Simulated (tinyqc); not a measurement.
# X-ray reflectivity of a thin film on silicon: critical angles, Parratt recursion, fringes and roughness, step by step

A worked calculation. Computed by tinyqc, a small Python program that keeps every step. Command: `OMP_NUM_THREADS=1 python tinyqc.py 3121076 3121077 out.jsonl xrr walk`. One thread of a shared host (Intel(R) Xeon(R) Processor @ 2.30GHz), about 0.01 s of CPU time with the checks. Intermediate numbers are printed to about 6 digits and carried at full precision; extremes and crossings named in words are read from the listed rows.

n = 1 - delta + i beta; the classical electron radius is r_e = 2.8179403e-6 nm. Layer 0 is vacuum, 1 the film, 2 the substrate.

Inputs (values chosen for the exercise, modelled on Al2O3 on silicon, copper K-alpha radiation):
```
quantity                                        value     unit
wavelength lambda                             0.15406       nm
film density rho                                 3.19   g/cm^3
effective electrons per unit mass, film         0.487    mol/g
beta/delta, film                                0.013        -
film thickness d                                 44.6       nm
roughness of the surface sigma_1                 0.46       nm
roughness of the interface sigma_2               0.63       nm
substrate density                                2.33   g/cm^3
effective electrons per unit mass, substrate    0.507    mol/g
beta/delta, substrate                           0.023        -
grazing angle theta                              1.85  degrees
```

Constants: N_A = 6.02214076e+23 1/mol.

## Optical constants

delta = r_e lambda^2 rho_e/(2 pi), rho_e = density x electrons per mass x N_A; critical angle sqrt(2 delta), q_c = 4 sqrt(pi r_e rho_e).

Constants:
```
layer      rho_e (1/nm^3)        delta         beta  critical angle (degrees)  q_c (1/nm)
film              935.558  9.95869e-06  1.29463e-07                  0.255705    0.364029
substrate         711.402  7.57263e-06  1.74170e-07                  0.222977    0.317437
```

The film is denser in electrons than the substrate, and thick enough to set the edge of total reflection.

## Critical angle of the film

The formulas are those given above.

critical angle of the film = 0.255705 degrees

## Reflectivity at one angle

k_j = (2 pi/lambda) sqrt(sin^2 theta - 2 delta_j + 2 i beta_j); r_ij = (k_i - k_j)/(k_i + k_j) x exp(-2 k_i k_j sigma^2) (Nevot-Croce); r = (r_01 + r_12 p)/(1 + r_01 r_12 p), p = exp(2 i k_1 d); R = |r|^2.

k_0, k_1, k_2 (1/nm): 1.31663  1.30399+0.00017i  1.30703+0.00022i

1000 r_01 = 2.33268-0.03083i

1000 r_12 = -0.300966-0.005429i

p = -0.982474-0.075586i

reflectivity R = 6.90616e-06

q = 4 pi sin(theta)/lambda = 2.63326 1/nm

## Fringe period, contrast and decay

Far above the critical angle the period is d theta = lambda/(2 d), or 2 pi/d in q; the envelope runs between (|r_01| - |r_12 p|)^2 and (|r_01| + |r_12 p|)^2; contrast = 2 a b/(a^2 + b^2) with a = |r_01|, b = |r_12 p|; roughness factors on the amplitudes are about exp(-q^2 sigma^2/2).

period in theta = 0.0989573 degrees

period in q = 0.140879 1/nm

contrast = 0.250244

roughness factor, surface = 0.480166

roughness factor, interface = 0.252571

## Thickness from the minima

Minima of R theta^4 are located on 6001 points over 7.5 periods, from 1.15 times the larger critical angle. With refraction, sin^2(theta_m) = 2 delta + m^2 (lambda/(2 d))^2, m integer or half-integer; the first six minima are used, and the first order is the one that minimises the largest residual of the least-squares line plus the distance of its intercept from 2 delta. Without refraction, d = lambda/(2 x mean step of sin theta).

Minima:
```
order m  theta (degrees)  sin^2 theta
2               0.323624  3.19030e-05
3               0.391904  4.67852e-05
4               0.471194  6.76308e-05
5               0.556792  9.44337e-05
6               0.646225  1.27205e-04
7               0.738255  1.66013e-04
```

d with refraction = 44.6227 nm

d without refraction = 53.2244 nm

Against d = 44.6 nm the errors are +0.05 % with and +19.34 % without refraction. The orders are integers, as r_01 and r_12 have opposite signs for a film denser than the substrate.

## Which roughness does what

R is averaged over one period above each angle (64 points); contrast = (max - min)/(max + min) of R theta^4 over that period. Cases: smooth; only sigma_1; only sigma_2; both.

Mean R and contrast:
```
theta (degrees)     R smooth  contrast   R, sigma_1  contrast, sigma_1   R, sigma_2  contrast, sigma_2      R, both  contrast, both
0.8              5.95313e-04  0.449682  4.50765e-04           0.499498  5.82612e-04           0.350615  4.38192e-04        0.388491
1.2              1.18982e-04  0.449287  6.42986e-05           0.572951  1.15343e-04           0.257837  6.05172e-05        0.327994
1.8              2.46126e-05  0.450575  6.76935e-06           0.819384  2.34548e-05           0.127004  5.57369e-06        0.283842
2.5              6.81890e-06  0.450293  7.85888e-07           0.999169  6.42412e-06           0.035036  4.08364e-07        0.197124
3.5              1.81016e-06  0.450438  1.06644e-07           0.522447  1.69969e-06           0.003146  7.91603e-09        0.149074
```

At 2.5 degrees sigma_1 alone multiplies the mean R by 0.12 and sigma_2 alone by 0.94; the contrast goes from 0.45 (smooth) to 1.00 and 0.04.

Checks made by the program: smooth bare substrate far above q_c against (q_c/2q)^4 (relative difference 1e-03).
